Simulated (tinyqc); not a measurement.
Inside a calculation. Model: thin film between two gates, subbands and threshold shift from confinement.

tinyqc, about 0.08 s, one thread, Intel Xeon 2.30GHz (shared host): `OMP_NUM_THREADS=1 python tinyqc.py 2350169 2350170 out.jsonl` Printed values are rounded.

Undoped body with a flat potential across it, hard walls, transport along x. Three valley pairs (g = 2 each) with the longitudinal mass along x, y or z. Non-parabolicity enters the subband edges through E (1 + al E) = gamma, so E = 2 gamma/(1 + sqrt(1 + 4 al gamma)); motion within a subband is taken as parabolic with the band-edge mass. Energies are counted from the bulk band edge.

Parameters, values chosen for the exercise; masses close to those of silicon:
```
symbol,value,unit,meaning
T,77,K,temperature
ml,0.932,m0,longitudinal mass
mt,0.187,m0,transverse mass
al,0,1/eV,non-parabolicity
t,5.8,nm,film thickness (along z)
dl,0,nm,widening of the box by penetration into the insulator
```

Constants: q = 1.602176634e-19 C, kB = 1.380649e-23 J/K, hbar = 1.054571817e-34 J s, m0 = 9.1093837015e-31 kg, Vt = kB T/q, hbar^2/(2 m0) = 0.0380998212 eV nm^2. Results are converted to the units shown.

## Lowest subbands

gamma = C (pi k/(t + dl))^2/mz, C = hbar^2/(2 m0). List the 6 lowest, labelled by valley axis and quantum numbers, with degeneracy g and N_k: N_k = g sqrt(mx my) m0 kB T/(pi hbar^2).

```
subband   E_k (eV)  g  N_k (cm^-2)
z1       0.0119936  2   1.03665e12
z2       0.0479745  2   1.03665e12
x1       0.0597758  2   2.31430e12
y1       0.0597758  2   2.31430e12
z3        0.107943  2   1.03665e12
z4        0.191898  2   1.03665e12
```

## Threshold shift

Each subband has N_k = g sqrt(mx my) m0 kB T/(pi hbar^2); without degeneracy n = exp(EF/Vt) sum N_k exp(-E_k/Vt). Classical value Nc times t, Nc = sum over valleys of 2 g (m m0 kB T/(2 pi hbar^2))^1.5 with m = (mx my mz)^(1/3). Threshold shift dVT = Vt ln(classical value/sum N_k exp(-E_k/Vt)). Use the subbands listed.

shares, subband z1 to z4 (%): 99.2314  0.4382  0.1652  0.1652  0.0001  0.0000
sum N_k exp(-E_k/Vt) = 1.71388e11 cm^-2
Nc = 3.53449e18 cm^-3
classical value = 2.05001e12 cm^-2
dVT = 16.4667 mV

With all subbands dVT = 16.47 mV. The lowest edge lies at 12.0 meV; dVT is larger than that, since sum N_k exp(-(E_k - E_1)/Vt) falls short of the classical value.
